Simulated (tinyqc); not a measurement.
Surface Green function of a dimerised chain, Sancho-Rubio decimation: one step of the calculation.

A semi-infinite lead of cells 0, 1, 2, ... with H0 inside a cell and H1 = <cell i|H|cell i + 1>. Cell A, B with A at the surface; -t1 joins A and B, -t2 joins B to the next A. z = E + i eta.

Problem. Decimation. Start with e_s = e = H0, a = H1, b = H1^dagger. Each round: g = (z - e)^(-1); e_s <- e_s + a g b; e <- e + a g b + b g a; a <- a g a; b <- b g b (all with the old a, b). Round k joins cells 2^k apart.

Parameters, values chosen for the exercise:
```
symbol   value  unit     meaning
E         0.81    eV      energy
eta     0.0002    eV  broadening
```

H0 (eV):
```
	A	B
A	0	-1.2
B	-1.2	0
```

H1 (eV):
```
	A	B
A	0	0
B	-1	0
```

Give: g; e_s after round 1; e after round 1; a after round 1; b after round 1.

Solution.

g (1/eV):
```
	A	B
A	-1.033-0.001i	1.531+0.001i
B	1.531+0.001i	-1.033-0.001i
```

e_s after round 1 (eV):
```
	A	B
A	0.000+0.000i	-1.200+0.000i
B	-1.200+0.000i	-1.033-0.001i
```

e after round 1 (eV):
```
	A	B
A	-1.033-0.001i	-1.200+0.000i
B	-1.200+0.000i	-1.033-0.001i
```

a after round 1 (eV):
```
	A	B
A	0.000+0.000i	0.000+0.000i
B	1.531+0.001i	0.000+0.000i
```

b after round 1 (eV):
```
	A	B
A	0.000+0.000i	1.531+0.001i
B	0.000+0.000i	0.000+0.000i
```

Numbers from tinyqc (`OMP_NUM_THREADS=1 python tinyqc.py 2680024 2680025 out.jsonl`; about 0.01 s on one thread of a shared Intel Xeon 2.30GHz).
